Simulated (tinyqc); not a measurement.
# Gate-all-around wire, scale length and short-channel effects: effect of the insulator thickness

A round wire of diameter ts in an insulator shell of thickness ti under a surrounding gate. Below threshold the potential that source and drain add obeys Laplace's equation and vanishes on the gate. Its lowest mode decays along the channel as exp(-k y); k is the smallest positive root of the matching condition at the interface, and the scale length is Lambda = pi/k.

k is the smallest positive root of f(k) = ei J0(u)[J1(u) Y0(v) - Y1(u) J0(v)] - eps_r J1(u)[J0(u) Y0(v) - Y0(u) J0(v)], u = k ts/2, v = u + k ti. Along the channel psi(y) = s + a exp(y/l) + b exp(-y/l) with psi(0) = Vbi, psi(L) = Vbi + Vds and l = 1/k = Lambda/pi; with A = Vbi - s, B = A + Vds, x = exp(-L/l): a = (B - A x) x/(1 - x^2), b = (A - B x)/(1 - x^2). The minimum is s + 2 sqrt(a b), at y = (l/2) ln(b/a). The long-channel potential follows the gate as s = sT + (Vg - VTL)/m, and the threshold VT is the gate voltage at which the minimum equals sT. Swing = m Vt ln 10/g at threshold, g = d(minimum)/ds = 1 - (b x + a)/((1 + x) sqrt(a b)). DIBL = [VT(0.05 V) - VT(Vds)]/(Vds - 0.05 V). sT and Vbi are held fixed; m = 1.

Parameters, values chosen for the exercise; permittivities: semiconductor close to that of germanium, insulator close to that of hafnium oxide: temperature T = 400 K; relative permittivity of the semiconductor eps_r = 16; relative permittivity of the insulator ei = 23.1; wire diameter ts = 4.3 nm; channel length L = 17 nm; potential of the source Vbi = 0.99 V; potential of the barrier top at threshold sT = 0.73 V; drain voltage Vds = 0.6 V.

Constants: q = 1.602176634e-19 C, kB = 1.380649e-23 J/K, Vt = kB T/q. Results are converted to the units shown.

Results:

| ti (nm) | Lambda (nm) | L/Lambda | VT - VTL at Vds (mV) | DIBL (mV/V) | swing (mV/decade) |
|---|---|---|---|---|---|
| 0.97 | 3.737 | 4.549 | -0.7474 | 0.5433 | 79.52 |
| 1.3 | 4.105 | 4.142 | -1.419 | 1.032 | 79.65 |
| 2.1 | 5.085 | 3.343 | -5.019 | 3.657 | 80.36 |
| 2.8 | 5.999 | 2.834 | -11.34 | 8.289 | 81.61 |
| 3.6 | 7.066 | 2.406 | -22.80 | 16.76 | 83.83 |
| 4.6 | 8.408 | 2.022 | -43.61 | 32.34 | 87.81 |

Estimate the missing row, ti = 1.6 nm.

Computed row:

| ti (nm) | Lambda (nm) | L/Lambda | VT - VTL at Vds (mV) | DIBL (mV/V) | swing (mV/decade) |
|---|---|---|---|---|---|
| 1.6 | 4.460 | 3.811 | -2.389 | 1.738 | 79.84 |

With this row back in the table: As ti goes from 0.97 to 4.6 nm, Lambda rises from 3.74 to 8.41 nm, DIBL rises from 0.543 to 32.3 mV/V and the swing rises from 79.5 to 87.8 mV a decade. On average Lambda goes as ti^(0.52).

tinyqc, about 0.01 s, one thread, Intel Xeon 2.30GHz (shared host): `OMP_NUM_THREADS=1 python tinyqc.py 2420123 2420124 out.jsonl`
